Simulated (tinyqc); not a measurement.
Course in time: spin coating of a resist or spin-on film: centrifugal thinning, evaporation and the final thickness (Emslie and Meyerhofer models). Computed by tinyqc, a small Python program. Command: `OMP_NUM_THREADS=1 python tinyqc.py 3110130 3110131 out.jsonl spincoat walk`. One thread of a shared host (Intel(R) Xeon(R) Processor @ 2.30GHz), about 0.1 s of CPU time with the checks.

A Newtonian film stays uniform over the wafer; solvent and solids have the same density and the concentration is uniform through the thickness.

Inputs (values chosen for the exercise, of the order of those of a polymer resist in an ester solvent): solids volume fraction c0 = 0.31; kinematic viscosity of the solvent nu_s = 2.4 mm^2/s; viscosity constant k = 1100 mm^2/s; viscosity exponent gamma = 3.5; spin speed f = 1000 rpm; evaporation rate at 1000 rpm e0 = 0.11 micrometre/s; starting thickness h0 = 200 micrometre; wafer radius R = 100 mm; shrinkage in the bake = 13 %.

Method:
- omega = 2 pi f/60; nu(c) = nu_s + k c^gamma; evaporation rate e = e0 sqrt(f/1000 rpm).
- Flow constant K = 2 omega^2/(3 nu(c0)); Reynolds number of the air omega R^2/nu_air with nu_air = 15 mm^2/s.
- Meyerhofer estimate: flow rules until (1 - c0) K h^3 = e, then evaporation alone: h_w = (e/((1 - c0) K))^(1/3), dry film c0 h_w.
- Full model for solids s and liquid l per area, h = s + l, c = s/h: ds/dt = -c Q, dl/dt = -(1 - c) Q - e, Q = 2 omega^2 h^3/(3 nu(c)); integrated adaptively (relative tolerance 1e-9) until l = 0.
- Dry film = s at l = 0, before the bake; film after the bake = s x (1 - shrinkage).
- Times are fractions of the time to dry.

omega = 104.720 1/s

evaporation rate e = 0.11 micrometre/s

dry film = 2678.98 nm

dry film, estimate = 2375.91 nm

History:
```
fraction       t (s)  h (micrometre)        c  nu (mm^2/s)         Q/e  s (nm)
0.003     1.8801e-01          79.516  0.31006        20.66  1.6175e+03   24655
0.010     6.2670e-01          46.183  0.31032        20.71  3.1609e+02   14332
0.030     1.8801e+00          27.153  0.31160        20.98  6.3422e+01    8461
0.100     6.2670e+00          14.969  0.31972        22.73  9.8090e+00    4786
0.200     1.2534e+01          10.575  0.33818        27.14  2.8957e+00    3576
0.350     2.1935e+01           7.877  0.37939        39.40  8.2440e-01    2988
0.500     3.1335e+01           6.334  0.43951        64.31  2.6265e-01    2784
0.700     4.3869e+01           4.777  0.56484       151.38  4.7857e-02    2698
0.900     5.6403e+01           3.370  0.79538       496.03  5.1292e-03    2681
```

What does the comparison show, and why?

Q/e drops below 1 between t = 13 and 22 s, when c has risen from 0.31 to about 0.379; after that row the solids fall by a further 10 %. The full model gives 1.13 times the two-stage estimate.
